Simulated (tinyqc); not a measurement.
k.p values derived from sp3s* tight binding at Gamma, step by step. Values are carried at full precision from step to step, so a last printed digit may differ when a step is redone from the rounded ones.

At Gamma the states are two-level mixtures: s-like S+ (upper) and S- (lower) from [[Esa, Vss], [Vss, Esc]], p-like P- (valence) and P+ from [[Epa, Vxx], [Vxx, Epc]], and the bare s* levels. With real k in 1/angstrom and kz = 0, the phase sums over the four bonds are g0 = 1 - (a k/4)^2/2, g1 = i a kx/4, g3 = -(a/4)^2 kx ky to second order. Each mixture is written (anion, cation) with the anion part positive. c = hbar^2/2m0. No spin-orbit coupling.

Constants: hbar^2/2m0 = 3.80998211 eV angstrom^2.

Parameters, chosen for this exercise (near a published set for GaSb, fitted to gaps, whose masses and valley positions are rough; not measured data):
```
symbol  value   unit      meaning
Esa     -7.357  eV        s level of the anion
Esc     -3.896  eV        s level of the cation
Epa     0.853   eV        p level of the anion
Epc     2.929   eV        p level of the cation
Vss     -6.145  eV        s-s
Vxx     1.572   eV        px-px
a       6.101   angstrom  lattice constant
Vsapc   4.971   eV        s anion, p cation
Vscpa   4.676   eV        s cation, p anion
Vxapc   5.003   eV        s* anion, p cation
Vpaxc   4.203   eV        p anion, s* cation
Exa     6.612   eV        s* level of the anion
Exc     5.997   eV        s* level of the cation
Vxy     4.111   eV        px-py
```

## States at Gamma

Solve the two blocks.

States:
```
state,E (eV),anion part,cation part
S-,-12.0105,0.79720,0.60371
P-,0.0072,0.88063,-0.47380
S+,0.7575,0.60371,-0.79720
P+,3.7748,0.47380,0.88063
```

## Linear terms and the Kane energy

<s state|dH/dkx|x state> = i P with P = (a/4)(sa pc Vsapc + sc pa Vscpa), sa, sc and pa, pc being the parts of the two states; for s* on the anion P = (a/4) pc Vxapc, on the cation (a/4) pa Vpaxc. Ep = P^2/c for S+ to P-.

Couplings:
```
pair,P (eV angstrom),E(first) - E(second) (eV)
S+ to P-,-7.1758,0.7503
S+ to P+,1.3370,-3.0173
S- to P-,0.9279,-12.0177
s*a to P-,-3.6155,6.6048
s*c to P-,5.6454,5.9898
```

Ep = 13.515 eV

The two terms of S+ to P- have the same sign and add: S+ and P- both change sign from anion to cation. An on-site momentum element between s and p, which real atoms have, is absent from this model.

## Electron mass

m0/m = [<S+|d2H/dkx^2|S+>/2 + sum P^2/(E(S+) - E(P))]/c over P- and P+, with the direct term -(a/4)^2 sa sc Vss.

parts of m0/m: direct -1.806, from P- 18.013, from P+ -0.156

mass = 0.0623 m0

The valence band supplies 112 % of m0/m; the direct term, which stands in for the free-electron 1, is -1.81. Sets of this kind were fitted to gaps and often give too heavy a mass, by up to a factor of two.

## Valence parameters L, M, N and the Luttinger values

Direct terms d0 = -(a/4)^2 pa pc Vxx, dN = -2 (a/4)^2 pa pc Vxy for P-. F = sum P^2/(E(P-) - E(s)) over S+, S-, s*a, s*c. The y state of P- couples to the z state of P+ through Q = (a/4) Vxy (pa p'c - pc p'a), primes for P+, and H1 = Q^2/(E(P-) - E(P+)). L = d0 + F, M = d0 + H1, N = dN + F + H1; g1 = -(L + 2M)/(3c), g2 = -(L - M)/(6c), g3 = -N/(6c).

d0, dN, F, Q, H1 (eV angstrom^2; Q in eV angstrom): 1.5259  7.9809  -75.8569  6.2703  -10.4356

L, M, N (eV angstrom^2): -74.331  -8.910  -78.312

g1, g2, g3: 8.062  2.862  3.426

Along [100] the masses without spin-orbit coupling are c/|L| = 0.051 (one band) and c/|M| = 0.428 (two bands).

## Checks

- Electron mass against a finite difference of the full bands: 0.06230 against 0.06231.
- L and M against finite differences along [100]: largest relative difference 8.4e-05.
- Lowest curvature along [111], (L + 2M + 2N)/3, against a finite difference: -82.925 against -82.917.

Run: tinyqc, `OMP_NUM_THREADS=1 python tinyqc.py 1450935 1450936 out.jsonl`; Intel(R) Xeon(R) Processor @ 2.30GHz, one thread, shared host; about 0.01 s of CPU time with all checks.
